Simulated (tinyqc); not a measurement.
Speciation in dilute and buffered hydrofluoric acid, oxide etch rate and bath loading: one step, computed by the program tinyqc. Command: `OMP_NUM_THREADS=1 python tinyqc.py 3121212 3121213 out.jsonl hfetch walk`. One thread of a shared host (Intel(R) Xeon(R) Processor @ 2.30GHz), about 0.01 s of CPU time with the checks.

Concentrations stand for activities, NH4+ and Cl- are spectators, and water ionisation is neglected. H, F and HF2 denote the ions H+, F- and HF2-. The base temperature is 298 K.

Question. Etch rate. Rate = k_a ([HF] + 2 [H2F2]) + k_b [HF2], an empirical two-term form. Time = oxide/rate; a temperature error changes the rate by exp((E_a/k_B)(1/298 - 1/(298 + error))) - 1.

Inputs (values chosen for the exercise, of the order of those for thermal oxide at room temperature):
```
quantity,value,unit
rate constant of neutral HF k_a,16,nm L/(min mol)
rate constant of HF2 k_b,61,nm L/(min mol)
activation energy,0.33,eV
temperature error,2.9,K
oxide removed per wafer,7,nm
```

[HF] = 0.1863092 mol/L

[H2F2] = 0.08573649 mol/L

[HF2] = 0.006688022 mol/L

Constants: k_B = 8.617333262e-05 eV/K.

Give: etch rate; share of HF2 in the rate; etch time; rate change from the temperature error.

Answer.

etch rate = 6.132 nm/min

share of HF2 in the rate = 6.653 %

etch time = 68.49 s

rate change from the temperature error = 13.18 %
